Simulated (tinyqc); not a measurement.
Inside a calculation: Kane-Mele model of a buckled honeycomb layer in a normal field. Values are carried at full precision from step to step, so a last printed digit may differ when a step is redone from the rounded ones.

Sublattices A and B lie at +/-b, so the field gives them the energies +/-D, D = e b Ez (in eV for b in angstrom and Ez in V/angstrom); 2 lam is the gap at zero field. Near the valleys tau = +/-1, for spin sz = +/-1: H = hbar v (tau qx sx + qy sy) + m sz_AB with m = D - tau sz lam, hbar v = (sqrt3/2) a t. On the lattice the spin-orbit term is the second-neighbour hopping i (lam/3 sqrt3) nu sz, nu = +/-1 by the sense of the turn. The filled band of one cone contributes tau sign(m)/2 to the Chern number, in the sense Omega = curl of i<u|grad u>. Rashba terms are left out.

Constants: hbar^2/2m0 = 3.80998211 eV angstrom^2.

Parameters, chosen for this exercise:
```
symbol  value  unit        meaning
a       3.06   angstrom    lattice constant
t       1.08   eV          hopping
lam     0.11   eV          spin-orbit half gap
b       0.28   angstrom    half the buckling height
Ez      0.9    V/angstrom  normal field at the atoms, after screening; 0.01 is 1 MV/cm, and gates reach some 0.05
q       0.012  1/angstrom  distance from K along x
```

## The four Dirac masses

Form D, hbar v, and for each flavour m, the gap 2|m|, the band mass 2c|m|/(hbar v)^2 with c = hbar^2/2m0, and the share of the Chern number.

D = 252.000 meV
hbar v = 2.8620 eV angstrom

Flavours:
```
tau  sz  m (meV)  gap (meV)  mass (m0)  share of C
1     1  142.000    284.000    0.13210         0.5
1    -1  362.000    724.000    0.33675         0.5
-1    1  362.000    724.000    0.33675        -0.5
-1   -1  142.000    284.000    0.13210        -0.5
```

## Invariants

C(up) and C(down) are the sums over valleys; spin Chern number (C(up) - C(down))/2; valley number, the sum for tau = +1 less that for tau = -1; Z2 index |C(up)| mod 2; critical field lam/b.

C(up), C(down): 0  0

spin Chern number = 0
valley number = 2
Z2 = 0
critical field = 0.3929 V/angstrom

|D| > lam: all masses share the sign of D, a band insulator with valley Hall response.

## Levels and curvature at distance q

E = sqrt(m^2 + (hbar v q)^2); curvature of the filled band Omega = tau (hbar v)^2 m/(2 E^3).

At q:
```
tau  sz  E (meV)  Omega (angstrom^2)
1     1  146.094               186.5
1    -1  363.626               30.84
-1    1  363.626              -30.84
-1   -1  146.094              -186.5
```

In each valley the two spins differ by 217.531 meV, with opposite order in the other valley.

## Checks

- Curvature formula against a plaquette: both 186.5.

Program tinyqc; command `OMP_NUM_THREADS=1 python tinyqc.py 1482712 1482713 out.jsonl`; about 0.01 s on one thread of a shared Intel(R) Xeon(R) Processor @ 2.30GHz.
